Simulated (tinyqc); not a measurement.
Composition of the buffer: band edges of strained Si(1-x)Ge(x) on relaxed Si(1-y)Ge(y).

Values are linear in the Ge fraction but for ED(x) = linear - CD x (1 - x) and a(x) = linear - Ca x (1 - x). Energies are on the common scale of Ev.

Coherent growth on a (001) face: e_par = (a(y) - a(x))/a(x), e_perp = -2 (C12/C11) e_par; exx = eyy = e_par, ezz = e_perp, no shear.

A valley with unit axis u lies at Ev + gap + (av + a_valley) tr(e) + Xu (u.e.u - tr(e)/3); the Delta axes are x, y, z and the L axes [111], [1-1-1], [-11-1], [-1-11]. The second-order shift of the Delta valleys under shear is left out; it lowers the pair normal to the sheared plane by tens of meV at a shear of 1 %.

Valence edges: Ev plus the levels of the 6 x 6 matrix of X, Y, Z times spin with -Dso/3 + l exx + m (eyy + ezz) on the diagonal (cyclic), n exy off it, l = av + 2 b, m = av - b, n = sqrt(3) d. Spin-orbit term (Dso/3) L.sigma on X, Y, Z with (L_k)_ij = -i epsilon_kij: <X+|H|Y+> = -i Dso/3, <X+|H|Z-> = Dso/3, <Y+|H|Z-> = -i Dso/3, <Z+|H|X-> = -Dso/3, <Z+|H|Y-> = i Dso/3, <X-|H|Y-> = i Dso/3, and their conjugates; + and - are the spin along z.

Inputs chosen for the exercise (end members near Si and Ge, in this order; shifted at random, so the results belong to these values and not to a real crystal):
- a = (5.43, 5.662) angstrom (lattice constant)
- Dso = (0.044, 0.29) eV (spin-orbit splitting)
- av = (2.43, 1.22) eV (valence hydrostatic potential)
- b = (-2.12, -2.58) eV (tetragonal shear potential)
- d = (-4.86, -5.36) eV (trigonal shear potential)
- C11 = (166.8, 127.5) GPa
- C12 = (64, 48.7) GPa
- C44 = (80.6, 67.8) GPa
- Ev = (0, 0.67) eV (top of the unstrained valence band)
- ED = (1.136, 0.918) eV (gap to the Delta valleys)
- EL = (2.001, 0.734) eV (gap to the L valleys)
- aD = (1.59, 1.32) eV (hydrostatic potential of the Delta gap)
- aL = (-2.84, -2.53) eV (hydrostatic potential of the L gap)
- XuD = (8.87, 9.42) eV (uniaxial potential, Delta)
- XuL = (16.65, 15.62) eV (uniaxial potential, L)
- CD = 0.237 eV (bowing of the Delta gap)
- Ca = 0.024 angstrom (bowing of the lattice constant)
- face = 001 (growth face)
- x = 0.18 (Ge fraction of the layer)

The layer is kept. dEc = Ec(buffer) - Ec(layer), dEv = Ev(layer) - Ev(buffer); buffer edges Ev(y) and Ev(y) + min(ED, EL). The digit behind Delta or L counts whole valleys.

Results:
```
y,e_par (%),lowest valleys,gap (eV),next valleys above (meV),valence splitting (meV),dEc (eV),dEv (eV)
0.00,-0.70,Delta4,0.984,111,36,0.023,0.129
0.10,-0.31,Delta4,1.027,50,21,0.009,0.057
0.21,0.12,Delta2,1.046,19,10,0.016,-0.012
0.31,0.52,Delta2,0.989,83,48,0.074,-0.045
0.42,0.98,Delta2,0.919,155,96,0.144,-0.076
0.52,1.40,Delta2,0.853,222,142,0.212,-0.102
0.63,1.87,Delta2,0.777,297,196,0.294,-0.127
0.73,2.31,Delta2,0.705,366,246,0.374,-0.149
```

How do the results move, and what explains it?

The gap is 0.984 eV in the first row and 0.705 eV in the last, with its largest listed value, 1.046 eV, at y = 0.21: it peaks near the match y = x, since strain of either sign narrows it. The lowest valleys change: Delta4 to Delta2 between y = 0.10 and 0.21. Per 0.1 of y the valence offset moves by -38 meV on average; the conduction offset lies between +9 and +374 meV, not monotonically. Both carriers sit on one side for y = 0.00 and 0.10, and on opposite sides elsewhere. Offsets below about 30 meV are within the spread of parameter sets, so those rows do not settle the type. Strains above 2 % can be kept only in layers of a few nanometres.

(tinyqc, `OMP_NUM_THREADS=1 python tinyqc.py 1050955 1050956 out.jsonl`, Intel(R) Xeon(R) Processor @ 2.30GHz, 1 thread, shared host, about 0.01 s.)
